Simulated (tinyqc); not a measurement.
Length of a molecular wire: coherent transport through a tight-binding bridge. Computed by the program tinyqc. 

A uniform bridge between two chains:
```
parameter                       value
site energy (eV)             2.170000
hopping in the bridge (eV)   0.970000
lead hopping (eV)            2.620000
couplings (eV)              0.48, 0.5
E (eV)                       0.240000
```

T = Gamma_L Gamma_R |G_1n|^2 with the self-energies of semi-infinite chains.

Transmission against length:
```
sites           T     ln T
2      3.9791e-03  -5.5267
3      2.2868e-03  -6.0806
4      1.5072e-03  -6.4975
5      1.0863e-03  -6.8250
6      8.3471e-04  -7.0884
7      6.7369e-04  -7.3027
8      5.6566e-04  -7.4775
9      4.9096e-04  -7.6191
10     4.3856e-04  -7.7320
```

E lies inside the band of the bridge (|E - e|/2h = 0.995 < 1): T does not decay but oscillates with length, between 0.000 and 0.004 here, as levels of the bridge pass E.
